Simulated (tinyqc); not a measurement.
Hopping conduction between localised states: one step, computed by the program tinyqc. Command: `OMP_NUM_THREADS=1 python tinyqc.py 3000395 3000396 out.jsonl hop walk`. One thread of a shared host (Intel(R) Xeon(R) Processor @ 2.30GHz), about 0.01 s of CPU time with the checks.

Energies are counted from the Fermi level. A small network shows the mechanism; the laws of an infinite system follow.

Question. Variable-range laws. Mott: T_M = 21.2/(k_B g_0 xi^3), exponent (T_M/T)^(1/4), mean hop r = (3/8) xi times the exponent. Efros-Shklovskii: T_ES = 2.8 e^2/(4 pi eps eps_0 k_B xi), exponent (T_ES/T)^(1/2). Coulomb gap width g_0^(1/2) (e^2/(4 pi eps eps_0))^(3/2). The numerical coefficients come from percolation theory and are given.

Inputs (values chosen for the exercise, for a model defective oxide): localisation length xi = 0.49 nm; density of states g_0 = 1.1e+20 1/(eV cm^3); permittivity eps = 13; temperature T = 27 K.

Dimension: 3D.

Constants: k_B = 8.617333262e-05 eV/K; e^2/(4 pi eps_0) = 14.39964548 eV angstrom.

Give: T_M; T_ES; Mott exponent; Efros-Shklovskii exponent; mean hop by the Mott formula; Coulomb gap.

Answer.

T_M = 1.901e+07 K

T_ES = 7345 K

Mott exponent = 28.97

Efros-Shklovskii exponent = 16.49

mean hop by the Mott formula = 5.323 nm

Coulomb gap = 12.23 meV

The larger exponent, here Mott, is the one that limits; the two are equal at T = 2.84 K, below which the Coulomb gap rules.
